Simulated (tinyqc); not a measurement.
Sweep of a biaxial (111) strain: strain-driven crossing of the Gamma and L valleys in a germanium-like crystal alloyed with tin.

Biaxial loads: e0 is the in-plane strain e_par and the normal is free. (001): e_perp = -2 (C12/C11) e_par; exx = eyy = e_par, ezz = e_perp, no shear. (111): e_perp = -(2 C11 + 4 C12 - 4 C44)/(C11 + 2 C12 + 4 C44) e_par; exx = eyy = ezz = (2 e_par + e_perp)/3 and exy = eyz = ezx = (e_perp - e_par)/3. (110): e_perp = -(C11 + 3 C12 - 2 C44)/(C11 + C12 + 2 C44) e_par; exx = eyy = (e_par + e_perp)/2, ezz = e_par, exy = (e_perp - e_par)/2, eyz = ezx = 0. Uniaxial loads: a stress along n, scaled so that n.e.n = e0, with exx = s11 sxx + s12 (syy + szz), exy = s44 sxy/2, s11 = (C11 + C12)/((C11 - C12)(C11 + 2 C12)), s12 = -C12/((C11 - C12)(C11 + 2 C12)), s44 = 1/C44.

Edges from the unstrained valence top: Gamma at Eg + ac tr(e); an L valley with unit axis u at EgL + aL tr(e) + XuL (u.e.u - tr(e)/3), u along [111], [1-1-1], [-11-1], [-1-11]; valence edges are the levels of the 6 x 6 matrix of X, Y, Z times spin with -Dso/3 + l exx + m (eyy + ezz) on the diagonal (cyclic), n exy off it, l = av + 2 b, m = av - b, n = sqrt(3) d. Spin-orbit term (Dso/3) L.sigma on X, Y, Z with (L_k)_ij = -i epsilon_kij: <X+|H|Y+> = -i Dso/3, <X+|H|Z-> = Dso/3, <Y+|H|Z-> = -i Dso/3, <Z+|H|X-> = -Dso/3, <Z+|H|Y-> = i Dso/3, <X-|H|Y-> = i Dso/3, and their conjugates; + and - are the spin along z.

With tin the unstrained gaps become E(y) = (1 - y) E + y EgS - CS y (1 - y); all other values are kept.
Constants: kB = 8.617333262e-05 eV/K.

Parameters, chosen for this exercise (near those of Ge, gaps at low temperature; not measured data): Eg = 0.909 eV (gap at Gamma to the s-like level); EgL = 0.748 eV (gap to L); Dso = 0.287 eV (spin-orbit splitting); ac = -8.29 eV (conduction deformation potential); av = 1.25 eV (valence hydrostatic potential); b = -2.56 eV (tetragonal shear potential); d = -5.4 eV (trigonal shear potential); aL = -1.45 eV (hydrostatic potential of the L edge, Xd + Xu/3); XuL = 16.38 eV (uniaxial potential, L); y = 0.09 (tin fraction); EgS = (-0.393, 0.057) eV (Gamma and L gaps of the tin end); CS = (2.01, 1.1) eV (bowing of the Gamma and L gaps); C11 = 126.1 GPa; C12 = 47.6 GPa; C44 = 67.7 GPa; load = biaxial (111) (kind of strain); mG = 0.0408 m0 (mass at Gamma); mL = 0.546 m0 (density-of-states mass of the four L valleys together); T = 300 K (temperature).

The valence splitting is the distance of the top two edges. Share in Gamma = mG^(3/2)/(mG^(3/2) + (mL^(3/2)/4) sum_i exp(-(E_Li - E_Gamma)/kT)).

Results:

| e0 (%) | direct gap (eV) | indirect gap (eV) | Gamma - L (meV) | valence splitting (meV) | share in Gamma (%) |
|---|---|---|---|---|---|
| -0.72 | 0.710 | 0.562 | 148 | 54 | 0.00883 |
| -0.27 | 0.658 | 0.583 | 75 | 22 | 0.142 |
| 0.17 | 0.593 | 0.556 | 37 | 15 | 1.05 |
| 0.62 | 0.499 | 0.446 | 53 | 56 | 1.02 |
| 1.06 | 0.404 | 0.336 | 68 | 101 | 0.586 |
| 1.51 | 0.304 | 0.221 | 83 | 149 | 0.323 |
| 1.95 | 0.205 | 0.106 | 99 | 197 | 0.180 |
| 2.40 | 0.101 | -0.013 | 114 | 249 | 0.0991 |

The gap stays indirect over the sweep. This load splits the L valleys, and the lowest set changes where e0 changes sign, which bends the column Gamma - L. The direct gap goes from 0.710 to 0.101 eV; of that change -0.118 eV comes from the rise of the valence top through the shear terms and the rest from the volume. The share in Gamma goes from 0.00883 to 0.0991 %, with a peak of 1.05 % at e0 = 0.17 % among these rows. Gaps near or below zero lie outside this linear model.

Run: tinyqc, `OMP_NUM_THREADS=1 python tinyqc.py 1081206 1081207 out.jsonl`; Intel(R) Xeon(R) Processor @ 2.30GHz, one thread, shared host; about 0.01 s of CPU time with all checks.
